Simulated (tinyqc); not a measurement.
Scattering of inversion-layer electrons by surface optical phonons of the gate insulator (remote phonon scattering): one step, computed by the program tinyqc. Command: `OMP_NUM_THREADS=1 python tinyqc.py 3110235 3110236 out.jsonl sophonon walk`. One thread of a shared host (Intel(R) Xeon(R) Processor @ 2.30GHz), about 0.02 s of CPU time with the checks.

One subband with the Fang-Howard envelope; insulator and channel are half-spaces, the gate is far away, and an interlayer only moves the polar surface away by t (its own modes and its permittivity contrast are left out).

Question. The electron gas. Density of states D = g_v m/(pi hbar^2); eta = E_F/(k_B T) = ln(exp(n/(D k_B T)) - 1); screening wave number q_s = e^2 D/(2 eps_0 eps_avg) x 1/(1 + exp(-eta)), eps_avg = (eps_s + eps_inf)/2; b = 3/z0.

Inputs (values chosen for the exercise, modelled on HfO2 on silicon): optical constant eps_inf = 5.09; constant of the channel eps_s = 11.7; in-plane mass m = 0.192 m_0; valleys g_v = 2; sheet density n = 6.8e+12 1/cm^2; mean distance of the electrons z0 = 3/b = 2.2 nm; temperature T = 350 K.

Constants: hbar^2/(2 m_0) = 3.80998212 eV angstrom^2; k_B = 8.617333262e-05 eV/K; e^2/(4 pi eps_0) = 14.39964548 eV angstrom.

Give: D; eta; q_s; b.

Answer.

D = 1.604e+14 1/(eV cm^2)

eta = 1.124

q_s = 1.305 1/nm

b = 1.364 1/nm
